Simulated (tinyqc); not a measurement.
Worked calculation: free and nearly free electrons in a metal. Values are carried at full precision from step to step, so a last printed digit may differ when a step is redone from the rounded ones.

The cubic cell holds 4 atoms: n = 4 z/a^3, kF = (3 pi^2 n)^(1/3), EF = c kF^2/m, vF = 2 c kF/(m hbar), c = hbar^2/2m0; rs = (3/(4 pi n))^(1/3)/a0; D(EF) = 3 n/(2 EF).

Constants: hbar^2/2m0 = 3.80998211 eV angstrom^2; hbar = 6.58211957e-16 eV s; a0 (Bohr radius) = 0.5291772105 angstrom; kB = 8.617333262e-05 eV/K.

Parameters, chosen for this exercise (near those of Al; shifted at random, so the results belong to these values and not to a real crystal): a = 4.016 angstrom (fcc lattice constant); z = 3 (free electrons an atom); m = 1 m0 (mass); rho = 3.01 micro-ohm cm (bulk resistivity); T = 320 K; V = 0.34 eV (|V_G| for G = (111)); x = 0.86 (k along G as a share of |G|/2).

## The Fermi sphere

Evaluate the free-electron quantities.

n = 0.18527 1/angstrom^3
kF = 1.7636 1/angstrom
EF = 11.851 eV
vF = 2.042e+06 m/s
rs = 2.056
D(EF) per atom = 0.3797 1/eV

## Relaxation time and mean free path

Drude: 1/rho = n e^2 tau/(m m0) with e = 1.602176634e-19 C and m0 = 9.1093837e-31 kg; mean free path l = vF tau; rho l = hbar kF/(n e^2) = 12 pi^3 hbar/(e^2 S) with S = 4 pi kF^2 does not depend on tau or m.

Use SI units: n in 1/m^3 (1e30 per 1/angstrom^3), rho in ohm m (1e-8 per micro-ohm cm).

tau = 6.36 fs
l = 12.99 nm
rho l = 3.911 1e-16 ohm m^2

Wires lose conductivity to surfaces and grain boundaries, with an excess that scales as rho l over the width and is of the order of rho itself at a width of l = 13 nm.

## Thermal quantities

gamma = (pi^2/3) kB^2 D(EF) per atom, times 96485.33 x 1e3 for mJ/(mol K^2); mu(T) = EF (1 - (pi kB T/EF)^2/12); Wiedemann-Franz kappa = L0 T/rho with L0 = (pi^2/3) (kB/e)^2, kB/e in V/K.

gamma = 0.895 mJ/(mol K^2)
mu - EF = -0.0528 meV
kappa = 260 W/(m K)

## The sphere against the zone faces

Take G = (hkl) 2 pi/a for (111), (200) and (220), with the number of equivalent faces. The Bragg plane of G lies at |G|/2 with |G| = (2 pi/a) sqrt(h^2 + k^2 + l^2). Where kF exceeds it, the sphere cuts the plane in a circle of radius sqrt(kF^2 - G^2/4).

Distance and circle for each G:
```
G      faces  |G|/2 (1/angstrom)  kF/(|G|/2)  circle radius
(111)      8              1.3549      1.3016         1.1290
(200)      6              1.5645      1.1273         0.8140
(220)     12              2.2126      0.7971              -
```

The sphere crosses the (111) and (200) faces, so electrons spill into higher zones.

## Two plane waves near the face

Two plane waves k and k - G, G = (111) (2 pi/a): H = [[c k^2/m, V], [V, c (k - G)^2/m]] with c = hbar^2/2m0.

Build H for k along G, diagonalise, and give the weight of the first wave in the lower state and its velocity along G relative to a free electron, (w k + (1 - w)(k - G))/k.

H (eV):
```
        1       2
1  5.1731  0.3400
2  0.3400  9.0900
```

levels (eV): 5.1438  9.1193

w = 0.9926
v/v_free = 0.9829

The splitting is 3.976 eV here and 2V = 0.68 eV on the face, where the normal velocity vanishes. There the lower band lies at 6.654 eV and the upper at 7.334 eV, both below the free EF of 11.851 eV: the face centre is filled in both bands and band 2 holds electrons here, while band 1 may keep holes at the zone corners.

## Checks

- Lower level against the closed form of the 2 x 2 problem (eV): both 5.1438.
- The product rho l against hbar kF/(n e^2) (1e-16 ohm m^2): both 3.911.

Run: tinyqc, `OMP_NUM_THREADS=1 python tinyqc.py 1651471 1651472 out.jsonl`; Intel(R) Xeon(R) Processor @ 2.30GHz, one thread, shared host; about 0.01 s of CPU time with all checks.
